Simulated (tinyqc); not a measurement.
# Channel mobility from two channel lengths

Question. Two power MOSFETs differ only in channel length: R_on = R_rest + Lc (Wp + a)/(2 mch Cox Vov), Cox = 3.9 eps0/tox. Find mch and R_rest.

Parameters, values chosen for the exercise:

| symbol | value | unit | meaning |
|---|---|---|---|
| tox | 41 | nm | gate oxide thickness (eps_r 3.9) |
| Vov | 12 | V | gate overdrive |
| Wp | 5.6 | um | width of the p body in one cell, channels included |
| a | 3.2 | um | gap between neighbouring p bodies |

Constants: eps0 = 8.8541878128e-14 F/cm where lengths are in cm. Results are converted to the units shown.

R_on at Lc = 0.75 and 1.5 um (mohm cm^2): 3.3040719  3.5081438

Answer. R_on is a straight line in Lc; its slope gives mch and its intercept the rest.

mch = 160 cm^2/(V s)
R_rest = 3.10 mohm cm^2

Numbers from tinyqc (`OMP_NUM_THREADS=1 python tinyqc.py 2230119 2230120 out.jsonl`; about 0.01 s on one thread of a shared Intel Xeon 2.30GHz).
